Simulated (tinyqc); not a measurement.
Delay unit and parasitic delay from two ring oscillators.

Problem. A ring of 21 inverters oscillates at 1/(2 x 21 d), with stage delay d = tau (h + p) for fan-out h. Find tau, p and the delay at fan-out 4.

frequencies of 21-stage ring oscillators with fan-out 2 and 4 (GHz): [1.7153465, 0.95466068]

Answer. d is a straight line in h with slope tau and intercept tau p.

tau = 5.53 ps
p = 0.510
delay at fan-out 4 = 24.9 ps

tinyqc, about 0.01 s, one thread, Intel Xeon 2.30GHz (shared host): `OMP_NUM_THREADS=1 python tinyqc.py 2082202 2082203 out.jsonl`
